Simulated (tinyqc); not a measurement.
Size of the test strain: deformation potentials from a strained empirical pseudopotential.

Diamond lattice, no spin-orbit coupling. Atomic form factor V(q) = a1 (q^2 - a2)/(a3 exp(a4 q^2) - 1) in rydberg with q in 1/bohr, for the unstrained cell. Under a strain e the reciprocal vectors and k go over into (1 + e)^(-1) G, the atoms sit at +/- tau with tau = (1 + e) a (1,1,1)/8 - zeta a (eyz, ezx, exy)/4, and H(G,G') = c |k + G|^2 delta + (V(q)/det(1 + e)) cos(q.tau), q = G - G', with the term q = 0 left out; c = hbar^2/2m0. The basis is fixed before straining: all G with |k + G|^2 up to 16 (2 pi/a)^2. k is given in units of 2 pi/a of the unstrained cell.

Constants: hbar^2/2m0 = 3.80998211 eV angstrom^2; Ry = 13.60569312 eV; a0 (Bohr radius) = 0.5291772105 angstrom.

Parameters, chosen for this exercise (out of a larger set: a germanium-sized cell with gaps well above those of Ge; not measured data): a = 5.659 angstrom (lattice constant); A = (0.395, 2.412, 2.053, 0.455) (a1 (Ry bohr^2), a2 (1/bohr^2), a3, a4 (bohr^2)); kD = 0.82 2 pi/a (position of the Delta minimum).

e = diag(-h/2, -h/2, h). Xu = [E(Delta z) - E(Delta x)]/(1.5 h) at fixed kD, b = [E(Z) - E(X, Y)]/(4.5 h); one-sided from +h alone, central from +h and -h.

Results (eV):

| h | Xu one-sided | Xu central | b one-sided | b central |
|---|---|---|---|---|
| 0.0010 | 7.790 | 7.794 | -2.971 | -2.967 |
| 0.0025 | 7.786 | 7.794 | -2.976 | -2.967 |
| 0.0050 | 7.778 | 7.794 | -2.984 | -2.967 |
| 0.0100 | 7.763 | 7.795 | -3.001 | -2.968 |
| 0.0200 | 7.735 | 7.798 | -3.034 | -2.968 |
| 0.0300 | 7.709 | 7.803 | -3.068 | -2.969 |

How do the results move, and what explains it?

From h = 0.001 to 0.03 the one-sided Xu drifts by -0.082 eV and the central one by +0.009 eV; for b the drifts are -0.097 and -0.001 eV. The central difference cancels the term of second order in the strain, so its error goes as h^2. At h = 0.02 the linear law errs by 0.7 % for the valley splitting and 2.3 % for the valence splitting.

Computed by tinyqc, a small Python program: `OMP_NUM_THREADS=1 python tinyqc.py 1880489 1880490 out.jsonl` (the numbers bound the seed that draws the inputs); one thread of a shared host (Intel(R) Xeon(R) Processor @ 2.30GHz), about 0.2 s for the whole set of steps.
